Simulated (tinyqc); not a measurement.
# MOS capacitor on a p-type substrate, surface potential from the exact charge relation: effect of the fixed charge at the interface on threshold and swing

Uniform p-type substrate, Boltzmann statistics, full ionisation, classical densities. psi is the surface potential against the body (positive when the bands bend down) and u = psi/Vt. Traps are spread evenly over the gap and neutral at flat band, so their charge is -q Dit psi; the minority quasi-Fermi level is shifted by Vb.

ni = sqrt(Nc Nv) exp(-Eg/(2 Vt)), Eg in volts; phiF = Vt ln(N/ni); Cox = eps0 eox/tox; Vfb = phiM - chi - (Eg - Vt ln(Nv/N)) - q Nf/Cox; VT = Vfb + [(2 phiF + Vb)(1 + q Dit/Cox) + sqrt(2 eps0 eps_r q N (2 phiF + Vb))/Cox]. gamma = sqrt(2 eps0 eps_r q N)/Cox; Wm = sqrt(2 eps0 eps_r (2 phiF + Vb)/(q N)); m = 1 + (eps0 eps_r/Wm + q Dit)/Cox; swing m Vt ln 10; Cmin/Cox = 1/(1 + Cox Wm/(eps0 eps_r)).

Values chosen for this exercise; band and dielectric values close to those of germanium:
```
symbol    value         unit                                                                 meaning
T           325            K                                                             temperature
Eg        0.673           eV                                                                band gap
eps_r      15.8                                                                relative permittivity
Nc      1.18e19        cm^-3                                  conduction-band density of states at T
Nv      6.87e18        cm^-3                                     valence-band density of states at T
chi        3.95           eV                                                       electron affinity
N        2.9e17        cm^-3                                       acceptor density of the substrate
eox         3.9               relative permittivity of the gate insulator (close to silicon dioxide)
tox         2.3           nm                                                     insulator thickness
phiM       4.14           eV                                                      gate work function
Dit        2e11  cm^-2 eV^-1                                              density of interface traps
Vb            0            V                    reverse bias of the inversion layer against the body
```

Constants: q = 1.602176634e-19 C, kB = 1.380649e-23 J/K, Vt = kB T/q, eps0 = 8.8541878128e-14 F/cm where lengths are in cm. Results are converted to the units shown.

The same in every row: 2 phiF (V) = 0.48057; gamma (V^0.5) = 0.24015; Wm (nm) = 53.795; m = 1.1946; swing (mV/decade) = 77.033; Cmin/Cox = 0.14764.

Effect of the fixed charge at the interface on threshold and swing:

| Nf (cm^-2) | Vfb (V) | VT (V) |
|---|---|---|
| -4e11 | -0.35167 | 0.30563 |
| -2e11 | -0.37302 | 0.28429 |
| 0 | -0.39436 | 0.26295 |
| 2e11 | -0.41570 | 0.24160 |
| 4e11 | -0.43704 | 0.22026 |
| 6e11 | -0.45839 | 0.19892 |
| 8e11 | -0.47973 | 0.17757 |

Read the table: what changes, and by how much?

As Nf goes from -4e11 to 8e11, VT falls from 0.306 to 0.178 V, the swing stays at 77.0 mV/decade and Cmin/Cox stays at 0.148. The whole change of VT is that of Vfb: the curve shifts rigidly.

tinyqc, about 0.01 s, one thread, Intel Xeon 2.30GHz (shared host): `OMP_NUM_THREADS=1 python tinyqc.py 2060017 2060018 out.jsonl`
